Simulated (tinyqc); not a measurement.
Rapid thermal processing of a wafer: radiative balance, ramp and cooling, pattern effects, pyrometer error and spike budget: one step, computed by the program tinyqc. Command: `OMP_NUM_THREADS=1 python tinyqc.py 3112659 3112660 out.jsonl rtp walk`. One thread of a shared host (Intel(R) Xeon(R) Processor @ 2.30GHz), about 0.04 s of CPU time with the checks.

The wafer is opaque and uniform through its thickness unless said otherwise; temperatures in formulas are in kelvin (C + 273.15). sigma = 5.670374419e-12 W/(cm^2 K^4).

Question. Pattern effect. At steady state a sinusoidal change of absorbed power of relative amplitude a and period p gives the temperature amplitude a q/(dq/dT + k d (2 pi/p)^2); healing length l = sqrt(k d/(dq/dT)); process change = E_a dT/(k_B T^2). Emissivity is taken as unchanged.

Inputs (values chosen for the exercise, modelled on a hot silicon wafer):
```
quantity,value,unit
wafer thickness d,525,micrometre
thermal conductivity k,0.28,W/(cm K)
wall temperature T_w,350,K
process temperature,862,C
relative change of absorptivity over a pattern,8.3,%
period of the pattern,15,mm
activation energy of the process E_a,2.7,eV
```

dq/dT = 21.34767 mW/(cm^2 K)

holding power q = 7.212875 W/cm^2

Constants: k_B = 8.617333262e-05 eV/K.

Give: healing length l; amplitude without lateral conduction; amplitude; change of the process rate.

Answer.

healing length l = 8.298 mm

amplitude without lateral conduction = 28.04 K

amplitude = 2.144 K

change of the process rate = 5.212 %

Lateral conduction cuts the amplitude to 7.6 %, since p/(2 pi l) = 0.29.
